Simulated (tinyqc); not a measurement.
Koster-Slater impurity in a tight-binding band, by Green functions and by supercells: one step, computed by the program tinyqc.

One orbital per site, e(k) = -2 t sum cos(k_i) over 3 direction(s), band from -6 t to 6 t, lattice constant 1. One site has the extra energy U. Spin is left out.

Problem. Scattering. T = U/(1 - U G0); phase shift delta = -arg(1 - U G0) in (-pi, pi]; host density of states -Im G0/pi; on the impurity -Im[G0/(1 - U G0)]/pi; lifetime of a band state hbar/(-2 c Im T).

Inputs (values chosen for the exercise, for a model band): impurity potential U = -14.8 eV; impurity concentration c = 0.005 per site.

Lattice: simple cubic.

G0(E + i eta) = 0.1670623-0.1384012i 1/eV

Constants: hbar = 6.582119569e-16 eV s.

Give: T matrix; phase shift delta; host density of states; density of states on the impurity; scattering lifetime.

Solution.

T matrix = -3.162-1.865i eV

phase shift delta = 0.5329 rad

host density of states = 0.04405 1/eV

density of states on the impurity = 0.002710 1/eV

scattering lifetime = 35.29 fs

The Born approximation would take Im T = U^2 Im G0 = -30.3 eV, 16.3 times the full value.
